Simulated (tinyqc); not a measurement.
From results back to parameters: armchair graphene nanoribbon in tight binding. Four cases, with inputs chosen for the exercise.

Problem. For an armchair ribbon without edge correction the gap is 2t times the smallest |1 + 2 cos(p pi/(N + 1))|, p = 1 to N. The gap below belongs to a hidden N between 3 and 40.

Case 1.

Values chosen (out of a larger set: near those used for graphene; not measured data): t = 2.9 eV (hopping).

gap = 0.37157 eV

Case 2.

Values chosen (out of a larger set: near those used for graphene; not measured data): t = 2.61 eV (hopping).

gap = 0.91648 eV

Case 3.

Values chosen (out of a larger set: near those used for graphene; not measured data): t = 2.65 eV (hopping).

gap = 0.89660 eV

Case 4.

Values chosen (out of a larger set: near those used for graphene; not measured data): t = 2.75 eV (hopping).

gap = 0.35235 eV

Find: N; family.

Solution.

Case 1.

N = 27

family: 3p

Near c = -1/2 the gap is about 2 pi t/(sqrt3 (N + 1)), which gives N + 1 = 28.3; the exact formula gives 0.00000, 0.37157 and 0.36646 eV for N = 26, 27 and 28.

Case 2.

N = 9

family: 3p

Near c = -1/2 the gap is about 2 pi t/(sqrt3 (N + 1)), which gives N + 1 = 10.3; the exact formula gives 0.00000, 0.91648 and 0.88307 eV for N = 8, 9 and 10.

Case 3.

N = 10

family: 3p+1

Near c = -1/2 the gap is about 2 pi t/(sqrt3 (N + 1)), which gives N + 1 = 10.7; the exact formula gives 0.93052, 0.89660 and 0.00000 eV for N = 9, 10 and 11.

Case 4.

N = 27

family: 3p

Near c = -1/2 the gap is about 2 pi t/(sqrt3 (N + 1)), which gives N + 1 = 28.3; the exact formula gives 0.00000, 0.35235 and 0.34751 eV for N = 26, 27 and 28.

Computed by tinyqc, one run a case: `OMP_NUM_THREADS=1 python tinyqc.py N N+1 out.jsonl` with N = 1451494, 1451507, 1451681, 1451737; one thread of a shared Intel(R) Xeon(R) Processor @ 2.30GHz, about 0.03 s a run at most.
